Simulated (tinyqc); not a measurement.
Two-band tight binding of a puckered layer: one step. One k point. Three cases, with inputs chosen for the exercise.

Task: Form X, Y, h, d and the levels.

With X = kx ax/2 and Y = ky ay/2: h = t2 + 2 cos(Y) (t1 exp(iX) + t3 exp(-iX)) + t5 exp(2iX), d = 4 t4 cos(X) cos(Y), H = [[d, h], [h*, d]], E = d -/+ |h|.

Give: X, Y; h; d; levels.

Case 1.

Values chosen (near a published set for monolayer black phosphorus; the results hold for these values, not for the real material):
- ax = 4.61 angstrom (period along x (armchair))
- ay = 3.34 angstrom (period along y (zigzag))
- t1 = -1.209 eV (along the zigzag)
- t2 = 3.617 eV (across the pucker)
- t3 = -0.225 eV (second in the sheet)
- t4 = -0.108 eV (same sublattice)
- t5 = -0.052 eV (far across)
- k = (0.08, 0.27) 1/angstrom (wave vector)

Result:

X, Y (rad): [0.18440, 0.45090]

h = 1.0309-0.3435i eV
d = -0.3822 eV

levels (eV): [-1.4689, 0.7044]

Case 2.

Values chosen (near a published set for monolayer black phosphorus; the results hold for these values, not for the real material):
- ax = 4.4 angstrom (period along x (armchair))
- ay = 3.34 angstrom (period along y (zigzag))
- t1 = -1.223 eV (along the zigzag)
- t2 = 3.622 eV (across the pucker)
- t3 = -0.22 eV (second in the sheet)
- t4 = -0.11 eV (same sublattice)
- t5 = -0.051 eV (far across)
- k = (0.42, 0.23) 1/angstrom (wave vector)

Result:

X, Y (rad): [0.92400, 0.38410]

h = 2.0235-1.5332i eV
d = -0.2458 eV

levels (eV): [-2.7846, 2.2929]

Case 3.

Values chosen (near a published set for monolayer black phosphorus; the results hold for these values, not for the real material):
- ax = 4.35 angstrom (period along x (armchair))
- ay = 3.3 angstrom (period along y (zigzag))
- t1 = -1.237 eV (along the zigzag)
- t2 = 3.666 eV (across the pucker)
- t3 = -0.188 eV (second in the sheet)
- t4 = -0.11 eV (same sublattice)
- t5 = -0.06 eV (far across)
- k = (0.05, 0.21) 1/angstrom (wave vector)

Result:

X, Y (rad): [0.10875, 0.34650]

h = 0.9426-0.2271i eV
d = -0.4114 eV

levels (eV): [-1.3810, 0.5582]

Computed by tinyqc, one run a case: `OMP_NUM_THREADS=1 python tinyqc.py N N+1 out.jsonl` with N = 1481731, 1482175, 1482253; one thread of a shared Intel(R) Xeon(R) Processor @ 2.30GHz, about 0.01 s a run at most.
